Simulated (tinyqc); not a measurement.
Inside a calculation: quaternary alloy A(x)B(1-x)C(y)D(1-y) matched to a substrate. Values are carried at full precision from step to step, so a last printed digit may differ when a step is redone from the rounded ones.

Matching a(x,y) = a_s gives x = (a_s - y a_BC - (1 - y) a_BD)/(y (a_AC - a_BC) + (1 - y)(a_AD - a_BD)).
Constants: hc = 1239.841984 eV nm.

Inputs chosen for the exercise (AC, AD, BC, BD near GaAs, GaP, InAs and InP; substrate near InP; the results hold for these values, not for the real material): a = (5.645, 5.445, 6.057, 5.867) angstrom (lattice constants of AC, AD, BC, BD); a_s = 5.867 angstrom (substrate); y = 0.62 (fraction of C); Eg = (1.511, 2.901, 0.423, 1.419) eV (gaps at Gamma of AC, AD, BC, BD); Cb = (0.46, 0.634, 0.2, 0.104) eV (bowing of ABC, ABD, ACD, BCD); dx = -0.013 (error of x in growth).

## The matched composition

Give numerator, denominator and x.

numerator = -0.11780 angstrom
denominator = -0.41580 angstrom
x = 0.2833

## The gap by rule 1

Q(x,y) = x y Q_AC + x (1 - y) Q_AD + (1 - x) y Q_BC + (1 - x)(1 - y) Q_BD for the lattice constant. Gap, rule 1: Q(x,y) - x (1 - x)[y C_ABC + (1 - y) C_ABD] - y (1 - y)[x C_ACD + (1 - x) C_BCD]. Rule 2 (mean of ternaries): {x (1 - x)[y T_ABC(x) + (1 - y) T_ABD(x)] + y (1 - y)[x T_ACD(y) + (1 - x) T_BCD(y)]}/{x (1 - x) + y (1 - y)}, T_ABC(x) = x E_AC + (1 - x) E_BC - C_ABC x (1 - x), T_ACD(y) = y E_AC + (1 - y) E_AD - C_ACD y (1 - y), and alike. Only the Gamma valley is followed.

Give the four weights, the bilinear part, the two bowing terms, the gap and hc/gap.

weights of AC, AD, BC, BD: 0.1757  0.1077  0.4443  0.2723

bilinear part = 1.1521 eV

bowing terms (eV): 0.1068  0.0309

gap = 1.0144 eV
wavelength = 1222 nm

## The gap by rule 2

Give the four ternary gaps and their weighted mean.

T_ABC, T_ABD, T_ACD, T_BCD (eV): 0.6378  1.7101  1.9921  0.7770

gap = 1.0861 eV

Rule 2 lies 72 meV above rule 1: it averages the two bowing terms where rule 1 adds them. Both agree on the ternary edges.

## An error in composition

Replace x by x + dx; mismatch (a_s - a)/a and change of the relaxed gap by rule 1.

a = 5.8724 angstrom
mismatch = -0.092 %
change of the gap = -12.7 meV

The layer would be under compression; the strain shift of the gap is not included.

## Checks

- Lattice constant at the matched composition against a_s (angstrom): both 5.8670.
- Rule 2 as a mean of ternaries against its form with averaged bowing (eV): both 1.0861.

(tinyqc, `OMP_NUM_THREADS=1 python tinyqc.py 1050595 1050596 out.jsonl`, Intel(R) Xeon(R) Processor @ 2.30GHz, 1 thread, shared host, about 0.01 s.)
